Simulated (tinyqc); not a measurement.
What moves the results: deep level as a short-range spherical well. A value that a table varies takes the place of the one given here.

A spherical well of radius R and depth V0 below the conduction edge, one mass m, c = hbar^2/2m0. The s level at binding Et solves k cot(k R) = -kappa with k = sqrt(m (V0 - Et)/c), kappa = sqrt(m Et/c); it exists for V0 > Vc = c (pi/2R)^2/m. Outside, psi falls as exp(-kappa r)/r.

Lucovsky model (delta well, plane-wave final states, no local-field factor): sigma = (32 pi alpha c/(3 n_r m Et)) (x - 1)^(3/2)/x^3, x = h nu/Et, c = hbar^2/2m0; 1 angstrom^2 = 1e-16 cm^2.

Constants: hbar^2/2m0 = 3.80998211 eV angstrom^2; fine-structure constant alpha = 0.007297352564; e^2/(4 pi eps0) = 14.39964547 eV angstrom; kB = 8.617333262e-05 eV/K.

Values chosen for the exercise (near those of GaN; the results hold for these values, not for the real material):

| symbol | value | unit | meaning |
|---|---|---|---|
| R | 2.5 | angstrom | radius of the well |
| m | 0.209 | m0 | mass |
| fV | (1.04, 1.14, 1.3, 1.72, 2.22, 3.33, 5.13) |  | V0/Vc |
| n_r | 2.41 |  | refractive index |
| xs | (1.06, 1.18, 1.37, 1.84, 2.19, 2.74, 4.67, 7.09) |  | photon energies h nu/Et |
| eps | 9.4 |  | static dielectric constant |
| T | 200 | K | temperature |
| Fs | (1, 5, 20, 50, 100, 200) | kV/cm | fields |

## From threshold to a deep level

Et against the depth at fixed R; near threshold Et = (pi^2/16)(V0 - Vc)^2/Vc.

Results:

| V0/Vc | V0 (eV) | Et (eV) | threshold form (eV) | 1/kappa (angstrom) | share outside |
|---|---|---|---|---|---|
| 1.04 | 7.485 | 0.006901 | 0.007103 | 51.4 | 0.953 |
| 1.14 | 8.204 | 0.07897 | 0.08701 | 15.2 | 0.850 |
| 1.30 | 9.356 | 0.3284 | 0.3995 | 7.5 | 0.722 |
| 1.72 | 12.378 | 1.523 | 2.301 | 3.5 | 0.509 |
| 2.22 | 15.977 | 3.565 | 6.607 | 2.3 | 0.369 |
| 3.33 | 23.965 | 9.292 | 24.10 | 1.4 | 0.220 |
| 5.13 | 36.919 | 20.11 | 75.72 | 1.0 | 0.126 |

How do the results move?

The threshold form holds to 10 % up to V0/Vc = 1.04 of those listed. There the state is mostly outside the well (95 % in the first row) and knows only Et, which is why a delta-well model works; more than half is inside from V0/Vc = 2.22 on. A second s level would need V0/Vc > 9. From V0/Vc = 2.22 on Et exceeds the gap of the host, about 3.4 eV, so those rows only show the model.

## Neutral against charged centre

Et = 0.49965 eV

Lucovsky cross-section, its shape relative to the peak, and the shape of a hydrogen-like centre relative to threshold: x^-4 exp(4 - 4 atan(e)/e)/(1 - exp(-2 pi/e)), e = sqrt(x - 1).

Results:

| x | h nu (eV) | sigma (1e-18 cm^2) | relative to peak | hydrogen-like |
|---|---|---|---|---|
| 1.06 | 0.530 | 4.57 | 0.099 | 0.856 |
| 1.18 | 0.590 | 17.2 | 0.372 | 0.641 |
| 1.37 | 0.685 | 32.4 | 0.700 | 0.426 |
| 1.84 | 0.919 | 45.8 | 0.989 | 0.187 |
| 2.19 | 1.094 | 45.8 | 0.989 | 0.114 |
| 2.74 | 1.369 | 41.3 | 0.893 | 0.060 |
| 4.67 | 2.333 | 25.6 | 0.552 | 0.012 |
| 7.09 | 3.543 | 15.6 | 0.337 | 0.003 |

What can be read from the table?

The short-range centre starts from zero, reaches half its peak at x = 1.24 and peaks at x = 2; in the last row it still has 34 % of the peak. The Coulomb centre is largest at threshold and is down to 0.3 % there. Reading the peak as the threshold would misplace the level by a factor 2, here 0.50 eV. Rows above the gap, about 3.4 eV, are hidden by band-to-band absorption.

## Emission in a field

Barrier lowering for a charged centre (Poole-Frenkel) is 2 sqrt(q e F/eps), q = e^2/(4 pi eps0), and for the neutral well e F R; the one-dimensional enhancement is exp(lowering/kB T). 1 kV/cm = 1e-5 V/angstrom; tunnelling is left out.

Results:

| F (kV/cm) | lowering, charged (meV) | enhancement | saddle at (angstrom) | lowering, neutral (meV) | enhancement |
|---|---|---|---|---|---|
| 1 | 7.8 | 1.57 | 391 | 0.03 | 1.001 |
| 5 | 17.5 | 2.76 | 175 | 0.12 | 1.007 |
| 20 | 35.0 | 7.62 | 88 | 0.50 | 1.029 |
| 50 | 55.4 | 24.8 | 55 | 1.25 | 1.075 |
| 100 | 78.3 | 93.9 | 39 | 2.50 | 1.156 |
| 200 | 110.7 | 616 | 28 | 5.00 | 1.337 |

What does this show, and why?

At 200 kV/cm the charged centre emits 616 times faster and the neutral one 1.34 times: the logarithm of the enhancement is linear in sqrt(F) for the first and in F for the second, which tells the charge state. The largest lowering is 22 % of Et.

Program tinyqc; command `OMP_NUM_THREADS=1 python tinyqc.py 1281263 1281264 out.jsonl`; about 0.01 s on one thread of a shared Intel(R) Xeon(R) Processor @ 2.30GHz.
